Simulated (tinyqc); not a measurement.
Doping the contact: Schottky barrier with interface states (Cowley-Sze model), image lowering and contact resistance. Computed by tinyqc, a small Python program. Command: `OMP_NUM_THREADS=1 python tinyqc.py 3019540 3019541 out.jsonl pinning walk`. One thread of a shared host (Intel(R) Xeon(R) Processor @ 2.30GHz), about 0.01 s of CPU time with the checks.

An n-type semiconductor under a metal. The barrier lies between the Schottky-Mott limit phi_M - chi and the Bardeen limit E_g - E_n, E_n being the neutrality level of the interface states; the space-charge term of the full Cowley-Sze expression is left out.

Inputs (values chosen for the exercise, with gap, mass and screening modelled on ZnSe):

| quantity | value | unit |
|---|---|---|
| gap E_g | 2.76 | eV |
| electron affinity chi | 4.03 | eV |
| metal work function phi_M | 4.19 | eV |
| neutrality level E_n above the valence band | 0.454 | eV |
| optical dielectric constant eps_opt | 5.77 | - |
| dielectric constant eps_s | 9.08 | - |
| electron mass m_e | 0.156 | m_0 |
| valleys M_c | 1 | - |
| temperature T | 200 | K |

Pinning factor from: Moench relation.

Constants: k_B = 8.617333262e-05 eV/K; hbar = 1.054571817e-34 J s; m_0 = 9.1093837015e-31 kg; eps_0 = 8.8541878128e-12 F/m; e = 1.602176634e-19 C; k_B = 1.380649e-23 J/K; h = 6.62607015e-34 J s.

Method:
- S = 1/(1 + 0.1 (eps_opt - 1)^2), an empirical relation for metal-induced gap states.
- phi_B = S (phi_M - chi) + (1 - S)(E_g - E_n); the hole barrier is E_g - phi_B.
- A* = 4 pi e m_e M_c k_B^2/h^3 (a simple valley count); J_s = A* T^2 exp(-phi/k_B T).
- E_00 = (e hbar/2) sqrt(N/(m_e eps_s eps_0)), E_0 = E_00 coth(E_00/k_B T); scaling form of the contact resistivity rho_c = (k_B/(e A* T)) exp(phi_B/E_0), which is the thermionic result when E_00 << k_B T and keeps only the leading exponential of tunnelling when E_00 >> k_B T; image lowering is left out of it.
- Regimes: thermionic below E_00/k_B T = 0.5, field emission above 5.

barrier phi_B = 1.65079 eV

Against doping:

| N (cm^-3) | 1e10/sqrt(N) | E_00/k_B T | rho_c (ohm cm^2) | regime |
|---|---|---|---|---|
| 1.00e+16 | 1.0000e+02 | 9.0515e-02 | 7.0190e+33 | thermionic emission |
| 1.00e+17 | 3.1623e+01 | 2.8623e-01 | 7.2362e+32 | thermionic emission |
| 1.00e+18 | 1.0000e+01 | 9.0515e-01 | 2.4847e+25 | thermionic-field emission |
| 3.00e+18 | 5.7735e+00 | 1.5678e+00 | 4.8283e+16 | thermionic-field emission |
| 1.00e+19 | 3.1623e+00 | 2.8623e+00 | 6.3067e+06 | thermionic-field emission |
| 3.00e+19 | 1.8257e+00 | 4.9577e+00 | 5.6389e+00 | thermionic-field emission |
| 1.00e+20 | 1.0000e+00 | 9.0515e+00 | 9.0602e-04 | field emission |
| 3.00e+20 | 5.7735e-01 | 1.5678e+01 | 1.0346e-05 | field emission |
| 1.00e+21 | 3.1623e-01 | 2.8623e+01 | 6.5269e-07 | field emission |

What does the comparison show, and why?

Even over the thermionic rows rho_c falls by a factor 9.7, since the barrier is many E_0 high, and then it falls faster, by 40.0 decades in all; in field emission ln rho_c is linear in 1/sqrt(N). It stays above 1e-7 ohm cm^2 at every listed doping.
